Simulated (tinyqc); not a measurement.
Short-channel transistor, virtual-source model with series resistance: transfer curves at low and high drain voltage.

The current per gate width is the charge at the top of the source barrier (the virtual source) times its velocity times a saturation function; al and be are fitting constants of the model. Units: I in uA/um, Rs in ohm um, so I Rs = 1e-6 I Rs in volts; Q in uC/cm^2, so I = 1e-4 Q vx0 Fsat with vx0 in cm/s.

Intrinsic voltages Vg' = Vgs - I Rs, Vd' = Vds - 2 I Rs. n = n0 + nd Vd', VT = VT0 - dl Vd', Ff = 1/(1 + exp((Vg' - VT + al Vt/2)/(al Vt))), Q = Cinv n Vt ln(1 + exp((Vg' - VT + al Vt Ff)/(n Vt))), Vdsat = (vx0 L/mu)(1 - Ff) + Vt Ff, Fsat = u/(1 + u^be)^(1/be) with u = Vd'/Vdsat, and I = Q vx0 Fsat per width. I is solved self-consistently. Columns for Vds = 0.05 V and 0.5 V; gm = dI/dVgs at 0.5 V.

Values chosen for this exercise:
```
symbol   value        unit                                                         meaning
T          325           K                                                     temperature
Cinv       1.8     uF/cm^2                                           inversion capacitance
vx0     7.83e6        cm/s                                  velocity at the virtual source
mu         930  cm^2/(V s)                                               apparent mobility
L           45          nm                                                  channel length
VT0      0.301           V                                 threshold at zero drain voltage
dl       0.069         V/V                                  drain-induced barrier lowering
n0        1.33                                                         subthreshold factor
nd           0         1/V                                  growth of n with drain voltage
al         3.5              threshold shift (in units of Vt) from weak to strong inversion
be         1.4                                                     sharpness of saturation
Rs         150      ohm um                               series resistance of each contact
```

Constants: q = 1.602176634e-19 C, kB = 1.380649e-23 J/K, Vt = kB T/q. Results are converted to the units shown.

Transfer curves at low and high drain voltage:
```
Vgs (V)  I, low Vds (uA/um)  I, high Vds (uA/um)  gm (uS/um)
0                   0.15529              0.43192      10.505
0.06                0.66413               1.7704      39.946
0.12                 2.5453               6.3539      126.18
0.19                 9.8024               22.052      342.71
0.25                 24.050               49.784      581.07
0.31                 45.455               90.899      778.07
0.38                 72.412               150.90      922.34
0.44                 91.733               208.54      992.87
0.5                  106.28               269.47      1034.6
```

At Vds = 0.5 V the current spans 2.8 decades, from 0.432 to 269 uA/um. Between the first two rows the swing is 97.9 mV a decade, against n Vt ln 10 = 85.8. At Vgs = 0 the higher drain voltage raises the current by a factor of 2.78, at Vgs = 0.5 V by 2.54. The transconductance rises from 10.5 to 1030 uS/um; Cinv vx0, its value in strong inversion and saturation without series resistance, is 1410 uS/um.

Computed by the program tinyqc: `OMP_NUM_THREADS=1 python tinyqc.py 2380037 2380038 out.jsonl`, one thread of a shared Intel Xeon 2.30GHz, about 0.01 s for the whole run.
